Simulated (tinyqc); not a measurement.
Hueckel theory of the pi electrons, for the molecule C=Cc1ccc[nH]1 (SMILES; centres numbered as the heavy atoms are written), step by step. Computed by tinyqc, a small Python program that keeps every step. Settings: charge = 0. Command: `OMP_NUM_THREADS=1 python tinyqc.py 29640 29641 out.jsonl` (the two numbers bound the seeds that draw the settings). One thread of a shared host (Intel(R) Xeon(R) Processor @ 2.60GHz), about 0.01 s of CPU time with the checks.

## The Hueckel matrix

Centres:
```
centre  z_r, pi electrons of the neutral centre         h
1C                                            1  0.000000
2C                                            1  0.000000
3C                                            1  0.000000
4C                                            1  0.000000
5C                                            1  0.000000
6C                                            1  0.000000
7N                                            2  1.290000
```

Bonds:
```
i  j         k
1  2         1
2  3         1
3  4         1
4  5         1
5  6         1
6  7  0.790000
7  3  0.790000
```

H_rr = alpha + h_r beta, H_rs = k_rs beta for bonded centres.

Hueckel matrix in units of beta (H = alpha + beta A):
```
          1C        2C        3C        4C        5C        6C        7N
1C  0.000000  1.000000  0.000000  0.000000  0.000000  0.000000  0.000000
2C  1.000000  0.000000  1.000000  0.000000  0.000000  0.000000  0.000000
3C  0.000000  1.000000  0.000000  1.000000  0.000000  0.000000  0.790000
4C  0.000000  0.000000  1.000000  0.000000  1.000000  0.000000  0.000000
5C  0.000000  0.000000  0.000000  1.000000  0.000000  1.000000  0.000000
6C  0.000000  0.000000  0.000000  0.000000  1.000000  0.000000  0.790000
7N  0.000000  0.000000  0.790000  0.000000  0.000000  0.790000  1.290000
```

## Orbitals

pi electrons, sum of z_r less the charge = 8

Diagonalise; E = alpha + x beta with beta < 0, so the largest x are filled first; degenerate levels share their electrons. P = sum n_i c_ri c_si; each orbital has its largest coefficient positive (the first on a tie).

x values: 2.304804  1.315749  1.111423  0.440169  -0.681737  -1.374249  -1.826157

occupations: 2.000000  2.000000  2.000000  2.000000  0.000000  0.000000  0.000000

coefficients:
```
         MO1        MO2        MO3        MO4        MO5        MO6        MO7
1C  0.108334   0.461619  -0.099143   0.537770   0.582887  -0.278483   0.242560
2C  0.249690   0.607374  -0.110189   0.236710  -0.397376   0.382705  -0.442954
3C  0.467151   0.337533  -0.023324  -0.433578  -0.311981  -0.247449   0.566343
4C  0.329104   0.129250   0.525014  -0.380513   0.379673  -0.227657  -0.508503
5C  0.291369  -0.167472   0.606837   0.266088   0.053144   0.560307   0.362264
6C  0.342444  -0.349602   0.149438   0.497637  -0.415903  -0.542344  -0.153048
7N  0.630250  -0.370273  -0.557909  -0.059549   0.291636   0.234189  -0.104777
```

charge and bond-order matrix P:
```
           1C         2C         3C         4C         5C         6C         7N
1C   1.047708   0.891290  -0.048865  -0.322725   0.074376   0.257029  -0.158717
2C   0.891290   0.998843   0.443179   0.025510  -0.065696  -0.051011  -0.040295
3C  -0.048865   0.443179   1.041385   0.700208  -0.099876  -0.354558   0.416549
4C  -0.322725   0.025510   0.700208   1.090891   0.583186  -0.086774  -0.221382
5C   0.074376  -0.065696  -0.099876   0.583186   1.103993   0.762852  -0.217518
6C   0.257029  -0.051011  -0.354558  -0.086774   0.762852   1.018927   0.464534
7N  -0.158717  -0.040295   0.416549  -0.221382  -0.217518   0.464534   1.698252
```

## Energy, charges, bond orders

E = sum n x; q_r = z_r - P_rr; bond order p = P_rs; free valence = sqrt(3) - sum of p over the bonds of the atom.

pi energy = 8 alpha + this times beta = 10.344287

pi charges: 1C -0.047708, 2C 0.001157, 3C -0.041385, 4C -0.090891, 5C -0.103993, 6C -0.018927, 7N 0.301748

Bond orders and lengths from R = 1.517 - 0.180 p (angstrom, C-C alone):
```
bond         p         R
1-2   0.891290  1.356568
2-3   0.443179  1.437228
3-4   0.700208  1.390962
4-5   0.583186  1.412027
5-6   0.762852  1.379687
6-7   0.464534         -
7-3   0.416549         -
```

free valence of the carbons: 1C 0.840761, 2C 0.397581, 3C 0.172114, 4C 0.448657, 5C 0.386013, 6C 0.504665

gap between the highest filled and the next level = 1.121906 |beta|
